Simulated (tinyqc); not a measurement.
All approximations against the coupling: Froehlich polaron in a polar crystal. Computed by tinyqc, a small Python program. Command: `OMP_NUM_THREADS=1 python tinyqc.py 3028738 3028739 out.jsonl frohlich walk`. One thread of a shared host (Intel(R) Xeon(R) Processor @ 2.30GHz), about 0.04 s of CPU time with the checks.

One electron in a parabolic band of mass m*, coupled to dispersionless LO phonons in the continuum model. Energies are in units of hbar omega unless marked, wave numbers in k_0 = sqrt(2 m* omega/hbar).

Inputs (values chosen for the exercise, for a model crystal): band mass m* = 0.351 m_0; LO phonon energy hbar omega = 50.5 meV; eps_inf = 5.82; static dielectric constant eps_s = 27.7; electron wave number k/k_0 = 0.61.

Constants: hbar^2/(2 m_0) = 3.80998212 eV angstrom^2; e^2/(4 pi eps_0) = 14.39964548 eV angstrom.

Method:
- 1/eps* = 1/eps_inf - 1/eps_s; k_0 = sqrt(2 m* omega/hbar) = sqrt(m* hbar omega / (hbar^2/(2 m_0))) with m* in m_0; alpha = (e^2/(4 pi eps_0)) k_0/(2 eps* hbar omega); polaron length 1/k_0.
- Feynman's bound: E(v, w) = 3 (v - w)^2/(4 v) - (alpha v/sqrt(pi)) int_0^infinity e^-u D(u)^(-1/2) du, D = w^2 u + ((v^2 - w^2)/v)(1 - e^(-v u)); integrals by 80 Gauss-Legendre points in s from 0 to 1 with u = 40 s^2.
- Minimise over v > w > 0 (simplex search); mass m_p/m* = 1 + (alpha v^3/(3 sqrt(pi))) int u^2 e^-u D^(-3/2) du.
- Other columns: second order -alpha; Landau-Pekar Gaussian -alpha^2/(3 pi); Lee-Low-Pines mass 1 + alpha/6. The polaron energy in meV uses the given hbar omega.

coupling constant alpha = 1.31981

Energies (hbar omega) and masses (m*):
```
alpha  second order   Gaussian   Feynman  Feynman (meV)  mass, LLP  mass, Feynman     v     w
0.33          -0.33  -0.011555  -0.33137        -16.734      1.055          1.058  3.03  2.96
0.66          -0.66  -0.046219  -0.66557        -33.611       1.11          1.122  3.07  2.92
1.3            -1.3   -0.17931   -1.3224        -66.782     1.2167          1.268  3.15  2.83
2.1            -2.1   -0.46792   -2.1614        -109.15       1.35          1.506  3.26  2.71
3.6            -3.6    -1.3751   -3.8010        -191.95        1.6          2.256  3.56  2.45
6.6            -6.6    -4.6219   -7.5328        -380.41        2.1          10.51  5.28  1.71
9.6            -9.6    -9.7785   -12.663        -639.47        2.6          89.78  11.4  1.23
13              -13    -17.931   -20.791        -1049.9     3.1667          412.8  22.2  1.11
```

All three energies are upper bounds (-alpha through the Lee-Low-Pines state), and the Feynman value is the lowest in every row. It lies within 5 % of -alpha up to alpha = 2.1; at alpha = 13 it is 1.16 times the Gaussian value, whose alpha^2 law it approaches with a constant shift of about -3 ln 2 - 3/4 = -2.83 (here -2.86). The mass stays within 10 % of 1 + alpha/6 up to alpha = 1.3 and reaches 413 m* in the last row; w falls from 2.96 towards 1 while v grows to 22.2.

Extremes, crossings and ranges named in words are read from the listed rows.
